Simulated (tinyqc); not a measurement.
Quasi-harmonic thermal expansion with mode Grueneisen parameters: one step, computed by the program tinyqc. Command: `OMP_NUM_THREADS=1 python tinyqc.py 3004228 3004229 out.jsonl qha walk`. One thread of a shared host (Intel(R) Xeon(R) Processor @ 2.30GHz), about 0.02 s of CPU time with the checks.

A crystal with two atoms a cell; per atom there are 1 transverse acoustic (TA), 1/2 longitudinal acoustic (LA) and 3/2 optical (O) modes. Every frequency of group i scales as nu_i (V/V0)^(-gamma_i). Each group has one frequency. Static energy: E = (9 V0 B0/16) [y^3 B' + y^2 (2 - 4 y)], y = (V0/V)^(2/3) - 1, with pressure P_s = (3 B0/2) (z^7 - z^5) [1 + (3/4)(B' - 4)(z^2 - 1)], z = (V0/V)^(1/3).

Task: Grueneisen's estimate. gamma_th = sum gamma_i C_i / sum C_i; volume expansion coefficient alpha_V = gamma_th C k_B/(B0 V0); linear coefficient alpha_V/3; first-order volume change P_ph/B0.

Inputs (values chosen for the exercise, modelled on gallium arsenide): static volume V0 = 22.6 angstrom^3/atom; static bulk modulus B0 = 75.1 GPa; temperature T = 500 K.

Acoustic groups: Einstein.

Groups:
```
group,h nu_i/(k_B T),U_i (meV),C_i (k_B),gamma_i C_i (k_B)
TA,0.2390023,43.29157,0.9952534,-0.8360128
LA,0.5816683,22.14735,0.4861379,0.5833655
O,0.7477221,67.61347,1.432025,2.004835
```

phonon pressure at V0 = 0.6016722 GPa

Constants: k_B = 8.617333262e-05 eV/K; 1 eV/angstrom^3 = 160.2176634 GPa.

Give: heat capacity C at V0; gamma_th at V0; linear expansion, Grueneisen estimate; first-order volume change.

Result:

heat capacity C at V0 = 2.913 k_B/atom

gamma_th at V0 = 0.6014

linear expansion, Grueneisen estimate = 4.751 ppm/K

first-order volume change = 0.8012 %
